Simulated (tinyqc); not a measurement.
# Worked calculation: front-illuminated p-i-n photodiode, quantum efficiency and bandwidth

Program tinyqc, `OMP_NUM_THREADS=1 python tinyqc.py 2250011 2250012 out.jsonl`; Intel Xeon 2.30GHz, shared host, one thread, about 0.01 s. Printed values are rounded.

Light enters through a p layer (0 to xp), a depleted layer (xp to xp + wi) and a thick n substrate, decaying as exp(-al x); one pass, no back reflection. Carriers made in the depleted layer are all collected; those in the neutral layers diffuse.

Inputs (values chosen for the exercise); values close to those of germanium at this wavelength: wavelength lam = 1310 nm; absorption coefficient al = 7220 1/cm; reflectance of the front face Rf = 0.3; relative permittivity eps_r = 15.4; thickness of the front p layer xp = 0.081 um; thickness of the depleted layer wi = 1.7 um; electron diffusion coefficient in the p layer Dn = 30 cm^2/s; electron diffusion length in the p layer Ln = 12 um; recombination velocity of the front surface S = 3e6 cm/s; hole diffusion length in the thick n substrate Lp = 61 um; electron drift velocity ve = 6.18e6 cm/s; hole drift velocity vh = 4.03e6 cm/s; diameter dia = 280 um; load resistance RL = 50 ohm; parasitic capacitance Cp = 20 fF; modulation frequency f = 13 GHz.

Constants: q = 1.602176634e-19 C, h = 6.62607015e-34 J s, c = 299792458 m/s, eps0 = 8.8541878128e-14 F/cm where lengths are in cm. Results are converted to the units shown.

## Quantum efficiency

k = al Ln, s = S Ln/Dn, e = exp(-al xp); front layer f1 = (k/(k^2 - 1)) {[s + k - e (s cosh(xp/Ln) + sinh(xp/Ln))]/[s sinh(xp/Ln) + cosh(xp/Ln)] - k e}; depleted layer f2 = e (1 - exp(-al wi)); substrate f3 = e exp(-al wi) al Lp/(1 + al Lp); external efficiency (1 - Rf)(f1 + f2 + f3); responsivity = efficiency q lam/(h c).

s = 120
f1 = 0.0439700
f2 = 0.666789
f3 = 0.270270
external efficiency = 0.686720
responsivity = 0.725579 A/W

The front layer absorbs 5.68 % of the light that enters and collects 77.4 % of that. Diffusion from the neutral layers makes up 32.0 % of the current.

## Response at one frequency

Drift response for pairs made in the depleted layer, a = al wi, g = 1 - exp(-a), u = 2 pi i f, te = wi/ve, th = wi/vh: electrons He = [g - a (exp(-a) - exp(-u te))/(u te - a)]/(u te g), holes Hh = [g - a (1 - exp(-a - u th))/(a + u th)]/(u th g); C = eps0 eps_r pi (dia/2)^2/wi + Cp; total |He + Hh|/sqrt(1 + (2 pi f RL C)^2), for the current of the depleted layer alone.

te = 27.5081 ps
th = 42.1836 ps
He = 0.356217-0.371398i
Hh = 0.170114-0.242455i
|He + Hh| = 0.808604
C = 4958.86 fF
total response = 0.0398779

The drift response alone falls to 1/sqrt(2) at 16.7 GHz and the RC term alone at 0.642 GHz; together they give 0.641 GHz.
